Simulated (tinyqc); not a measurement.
A spin-degenerate level with charging energy between two leads, rate equations: one step of the calculation.

States 0, up, down and 2 with energies 0, e1 - Ez/2, e1 + Ez/2 and 2 e1 + U. mu_L = +V/2, mu_R = -V/2 (meV), f(x) = 1/(1 + exp(x/kB T)). A transition that adds one electron of given spin at the energy E has the rate G f(E - mu) from each lead, and its reverse G [1 - f(E - mu)]. I counts electrons leaving the left lead, times q.

Question. Rate matrix. dp/dt = W p; W_ji is the rate from state i to j, and each column sums to zero.

Values chosen for this exercise: tunnel rate to the left lead GL = 0.62 1/ns; tunnel rate to the right lead GR = 0.88 1/ns.

```
transition          fL  fR (1e-4)
0-up        0.96134135  2.2685803
0-down      0.72748917  0.2435869
up-2        0.00009293  0.0000085
down-2      0.00086495  0.0000790
```

Find: W.

Answer.

W (1/ns):
```
           0      up    down       2
0     -1.047   0.904   1.049   0.000
up     0.596  -0.904   0.000   1.500
down   0.451   0.000  -1.049   1.499
2      0.000   0.000   0.001  -2.999
```

Range of the model: Rate equations need hbar G well below kB T; cotunnelling and the Kondo effect are left out.

Program tinyqc, `OMP_NUM_THREADS=1 python tinyqc.py 2780029 2780030 out.jsonl`; Intel Xeon 2.30GHz, shared host, one thread, about 0.01 s.
